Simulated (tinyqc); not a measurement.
# Depletion-mode phase shifter in a rib waveguide and its Mach-Zehnder modulator: effects of single changes

A lateral p-n junction at x0 in a waveguide whose mode intensity is a Gaussian of rms width s about x = 0; p side at smaller x. Reverse bias removes carriers and raises the index. Abrupt junction, doping uniform over the whole mode, lumped electrode (no travelling-wave effects).

Inputs (values chosen for the exercise); values close to those of silicon near 1550 nm:
- lam = 1530 nm (wavelength)
- eps_r = 11.7 (relative permittivity of the semiconductor)
- Na = 5e17 cm^-3 (acceptor density)
- Nd = 6.2e17 cm^-3 (donor density)
- Vb = 1 V (built-in voltage)
- s = 110 nm (rms width of the lateral mode intensity)
- x0 = 90 nm (junction offset towards the n side)
- G = 0.9 (vertical confinement times ng/n)
- hr = 150 nm (rib height)
- Cf = 51 pF/m (fringe capacitance)
- Rs = 15.9 ohm mm (series resistance)
- V = 1.5 V (reverse bias)
- a0 = 1.7 dB/cm (passive loss)

Constants: q = 1.602176634e-19 C, eps0 = 8.8541878128e-14 F/cm where lengths are in cm. Results are converted to the units shown.

Each table varies one quantity; the others keep the values above.

## Effect of the acceptor density

Free-carrier changes (empirical, N and P in cm^-3): |dn| = 8.5e-18 P^0.8 for holes, 8.8e-22 N for electrons; absorption 6e-18 P and 8.5e-18 N in 1/cm. W = sqrt(2 eps0 eps_r (Vb + V)(1/Na + 1/Nd)/q); edges xp = x0 - W Nd/(Na + Nd), xn = x0 + W Na/(Na + Nd); F(x) = [1 + erf(x/(sqrt(2) s))]/2. dneff = G {dn_h [F(xp(0)) - F(xp(V))] + dn_e [F(xn(V)) - F(xn(0))]}; VpiL = lam V/(2 dneff); loss = a0 + 4.343 G {a_h F(xp) + a_e [1 - F(xn)]} dB/cm at V; C = eps0 eps_r hr/W + Cf; fRC = 1/(2 pi Rs C).

Effect of the acceptor density:

| Na (cm^-3) | dneff | VpiL (V cm) | loss (dB/cm) | VpiL x loss (V dB) | C (pF/m) | fRC (GHz) |
|---|---|---|---|---|---|---|
| 5e16 | 4.279e-5 | 2.682 | 5.074 | 13.61 | 109.8 | 91.18 |
| 9.4e16 | 6.957e-5 | 1.649 | 5.193 | 8.565 | 129.1 | 77.55 |
| 1.7e17 | 8.742e-5 | 1.313 | 5.929 | 7.782 | 150.8 | 66.37 |
| 3.3e17 | 9.668e-5 | 1.187 | 8.201 | 9.734 | 177.8 | 56.29 |
| 6.1e17 | 9.733e-5 | 1.179 | 12.87 | 15.17 | 202.5 | 49.42 |
| 1.1e18 | 9.356e-5 | 1.226 | 21.59 | 26.47 | 223.1 | 44.87 |
| 2.1e18 | 8.709e-5 | 1.318 | 39.90 | 52.57 | 240.1 | 41.69 |
| 4e18 | 7.997e-5 | 1.435 | 75.07 | 107.7 | 251.2 | 39.84 |

As Na goes from 5e16 to 4e18 cm^-3, VpiL goes from 2.68 through a minimum of 1.18 (at Na = 6.1e17 cm^-3 among the rows listed) to 1.43 V cm, the loss rises from 5.07 to 75.1 dB/cm, their product goes from 13.6 through a minimum of 7.78 (at Na = 1.7e17 cm^-3 among the rows listed) to 108 V dB and fRC falls from 91.2 to 39.8 GHz. Rs is held fixed, though in a real device it falls with doping.

## Effect of the reverse bias

Same model as above.

Effect of the reverse bias:

| V (V) | dneff | VpiL (V cm) | loss (dB/cm) | VpiL x loss (V dB) | C (pF/m) | fRC (GHz) |
|---|---|---|---|---|---|---|
| 0.5 | 3.7426e-5 | 1.0220 | 11.915 | 12.177 | 236.62 | 42.303 |
| 1.3 | 8.6767e-5 | 1.1462 | 11.148 | 12.778 | 200.90 | 49.824 |
| 2.1 | 1.2845e-4 | 1.2507 | 10.521 | 13.158 | 180.12 | 55.573 |
| 2.9 | 1.6515e-4 | 1.3433 | 9.9814 | 13.408 | 166.12 | 60.257 |
| 3.6 | 1.9424e-4 | 1.4178 | 9.5622 | 13.557 | 157.00 | 63.758 |
| 4.4 | 2.2478e-4 | 1.4975 | 9.1293 | 13.671 | 148.83 | 67.256 |
| 5.2 | 2.5294e-4 | 1.5727 | 8.7363 | 13.740 | 142.30 | 70.342 |
| 6 | 2.7911e-4 | 1.6445 | 8.3761 | 13.775 | 136.93 | 73.104 |

As V goes from 0.5 to 6 V, VpiL rises from 1.02 to 1.64 V cm, the loss falls from 11.9 to 8.38 dB/cm, their product rises from 12.2 to 13.8 V dB and fRC rises from 42.3 to 73.1 GHz. dneff goes as V^(0.81) on average, slower than linearly since W grows as a square root. For V = 5.2 to 6 V the peak field passes 0.7 MV/cm, near breakdown of such junctions.

Computed by the program tinyqc: `OMP_NUM_THREADS=1 python tinyqc.py 2650003 2650004 out.jsonl`, one thread of a shared Intel Xeon 2.30GHz, about 0.01 s for the whole run.
